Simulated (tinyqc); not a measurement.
# Ferroelectric switching by domains, Kolmogorov-Avrami-Ishibashi kinetics with Merz's law: several studies

A film poled to -Ps gets a pulse V of length t. Field E = V/d, characteristic time tau = t0 exp(Ea/E). The switched share is f = 1 - exp(-(t/tau)^m). P = Ps (2 f - 1).

Parameters, values chosen for the exercise: switchable polarisation Ps = 9 uC/cm^2; time prefactor t0 = 0.23 ns; activation field Ea = 4600 kV/cm; film thickness d = 8 nm; Avrami exponent m = 2; pulse voltage V = 0.68 V; pulse length tp = 66 ns.

Each table varies one quantity; the others keep the values above.

## Switched share against pulse length

f(t) as above; slope = d ln(-ln(1 - f))/d ln t.

The same in every row: slope = 2.000.

Results:
```
tp (ns)        f  P (uC/cm^2)
7.3      0.01987       -8.642
10       0.03697       -8.335
14       0.07117       -7.719
19        0.1271       -6.712
27        0.2401       -4.678
37        0.4029       -1.748
51        0.6246        2.242
96        0.9689        8.441
```

Estimate the missing row, tp = 70 ns.

Computed row:
```
tp (ns)       f  P (uC/cm^2)
70       0.8421        6.157
```

With this row back in the table: The share f rises from 0.0199 to 0.969 over 1.1 decades of time; a single class with m = 2 needs 1.1 decades for the same change. The slope stays at 2.00.

## Effect of the Avrami exponent

Same model as above.

t10, t50 and t90 are the pulse lengths for f = 0.1, 0.5 and 0.9; f is taken at tp.

The same in every row: tau (ns) = 51.526.

Effect of the Avrami exponent:
```
m    t10 (ns)  t50 (ns)  t90 (ns)  f at tp
0.5   0.57198    24.756    273.19  0.67754
1      5.4288    35.715    118.64  0.72221
1.5    11.494    40.356    89.847  0.76536
2      16.725    42.898    78.187  0.80616
2.5    20.946    44.500    71.931  0.84385
3      24.336    45.600    68.040  0.87774
4      29.356    47.015    63.472  0.93225
```

As m goes from 0.5 to 4, t50 rises from 24.8 to 47.0 ns and f at tp rises from 0.678 to 0.932; t90/t10 goes from 478 to 2.16.

## Effect of the film thickness

Same model as above.

Effect of the film thickness:
```
d (nm)  tau (ns)  t10 (ns)  t50 (ns)  t90 (ns)    f at tp
4         3.4425    1.1174    2.8661    5.2238     1.0000
5         6.7712    2.1979    5.6374    10.275     1.0000
6.3       16.315    5.2958    13.583    24.757     1.0000
8         51.526    16.725    42.898    78.187    0.80616
10        199.34    64.706    165.96    302.49    0.10382
13        1516.9    492.38    1262.9    2301.8  0.0018912
16         11543    3746.8    9610.4     17516  3.2691e-5
```

What does the table show?

As d goes from 4 to 16 nm, t50 rises from 2.87 to 9610 ns and f at tp falls from 1.00 to 3.27e-5; t90/t10 stays at 4.67, since only tau changes.

Program tinyqc, `OMP_NUM_THREADS=1 python tinyqc.py 2860135 2860136 out.jsonl`; Intel Xeon 2.30GHz, shared host, one thread, about 0.01 s.
